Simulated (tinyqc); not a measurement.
Bond unit of a tetrahedral oxide and its oxygen vacancy in tight binding: one step. Levels, weights and charge. Three cases, with inputs chosen for the exercise.

Problem. Diagonalise; the four lowest levels are filled. The excess of electrons on oxygen is twice the oxygen weight of the filled levels less 6.

Case 1.

H (eV), rows h1, h2, s, px, py, pz and columns alike:
$$\begin{pmatrix}
-9.495000 & 0 & -5.624951 & 7.239512 & 0 & 2.998704 \\
0 & -9.495000 & -5.624951 & -7.239512 & 0 & 2.998704 \\
-5.624951 & -5.624951 & -33.540000 & 0 & 0 & 0 \\
7.239512 & -7.239512 & 0 & -16.850000 & 0 & 0 \\
0 & 0 & 0 & 0 & -16.850000 & 0 \\
2.998704 & 2.998704 & 0 & 0 & 0 & -16.850000
\end{pmatrix}$$

Case 2.

H (eV), rows h1, h2, s, px, py, pz and columns alike:
$$\begin{pmatrix}
-9.330000 & 0 & -5.555292 & 7.272236 & 0 & 2.646878 \\
0 & -9.330000 & -5.555292 & -7.272236 & 0 & 2.646878 \\
-5.555292 & -5.555292 & -33.560000 & 0 & 0 & 0 \\
7.272236 & -7.272236 & 0 & -16.830000 & 0 & 0 \\
0 & 0 & 0 & 0 & -16.830000 & 0 \\
2.646878 & 2.646878 & 0 & 0 & 0 & -16.830000
\end{pmatrix}$$

Case 3.

H (eV), rows h1, h2, s, px, py, pz and columns alike:
$$\begin{pmatrix}
-9.140000 & 0 & -4.756201 & 6.099040 & 0 & 2.588889 \\
0 & -9.140000 & -4.756201 & -6.099040 & 0 & 2.588889 \\
-4.756201 & -4.756201 & -33.410000 & 0 & 0 & 0 \\
6.099040 & -6.099040 & 0 & -16.680000 & 0 & 0 \\
0 & 0 & 0 & 0 & -16.680000 & 0 \\
2.588889 & 2.588889 & 0 & 0 & 0 & -16.680000
\end{pmatrix}$$

Give: levels; weights; highest filled to lowest empty; excess electrons on oxygen.

Solution.

Case 1.

levels (eV): [-36.0138, -24.0512, -18.2455, -16.8500, -5.6258, -2.2938]

weights, rows h1, h2, s, px, py, pz; columns level 1, level 2, level 3, level 4, level 5, level 6:
$$\begin{pmatrix}
0.044 & 0.165 & 0.048 & 0.000 & 0.409 & 0.335 \\
0.044 & 0.165 & 0.048 & 0.000 & 0.409 & 0.335 \\
0.908 & 0.000 & 0.026 & 0.000 & 0.066 & 0.000 \\
0.000 & 0.669 & 0.000 & 0.000 & 0.000 & 0.331 \\
0.000 & 0.000 & 0.000 & 1.000 & 0.000 & 0.000 \\
0.004 & 0.000 & 0.879 & 0.000 & 0.117 & 0.000
\end{pmatrix}$$

highest filled to lowest empty = 11.2242 eV
excess electrons on oxygen = 0.972

The highest filled level is the py orbital of oxygen (100 %) and the lowest empty one is 82 % cation hybrid, even under exchange of the two cations. The spacing is that of an isolated unit and exceeds the gap of the solid.

Case 2.

levels (eV): [-35.9448, -24.0268, -17.9449, -16.8300, -5.8303, -2.1332]

weights, rows h1, h2, s, px, py, pz; columns level 1, level 2, level 3, level 4, level 5, level 6:
$$\begin{pmatrix}
0.042 & 0.164 & 0.040 & 0.000 & 0.418 & 0.336 \\
0.042 & 0.164 & 0.040 & 0.000 & 0.418 & 0.336 \\
0.913 & 0.000 & 0.020 & 0.000 & 0.067 & 0.000 \\
0.000 & 0.671 & 0.000 & 0.000 & 0.000 & 0.329 \\
0.000 & 0.000 & 0.000 & 1.000 & 0.000 & 0.000 \\
0.003 & 0.000 & 0.900 & 0.000 & 0.097 & 0.000
\end{pmatrix}$$

highest filled to lowest empty = 10.9997 eV
excess electrons on oxygen = 1.015

The highest filled level is the py orbital of oxygen (100 %) and the lowest empty one is 84 % cation hybrid, even under exchange of the two cations. The spacing is that of an isolated unit and exceeds the gap of the solid.

Case 3.

levels (eV): [-35.1960, -22.3233, -17.8355, -16.6800, -6.1985, -3.4967]

weights, rows h1, h2, s, px, py, pz; columns level 1, level 2, level 3, level 4, level 5, level 6:
$$\begin{pmatrix}
0.033 & 0.150 & 0.045 & 0.000 & 0.423 & 0.350 \\
0.033 & 0.150 & 0.045 & 0.000 & 0.423 & 0.350 \\
0.932 & 0.000 & 0.017 & 0.000 & 0.052 & 0.000 \\
0.000 & 0.700 & 0.000 & 0.000 & 0.000 & 0.300 \\
0.000 & 0.000 & 0.000 & 1.000 & 0.000 & 0.000 \\
0.003 & 0.000 & 0.894 & 0.000 & 0.103 & 0.000
\end{pmatrix}$$

highest filled to lowest empty = 10.4815 eV
excess electrons on oxygen = 1.091

The highest filled level is the py orbital of oxygen (100 %) and the lowest empty one is 85 % cation hybrid, even under exchange of the two cations. The spacing is that of an isolated unit and exceeds the gap of the solid.

Computed by tinyqc, one run a case: `OMP_NUM_THREADS=1 python tinyqc.py N N+1 out.jsonl` with N = 1451016, 1451165, 1451277; one thread of a shared Intel(R) Xeon(R) Processor @ 2.30GHz, about 0.01 s a run at most.
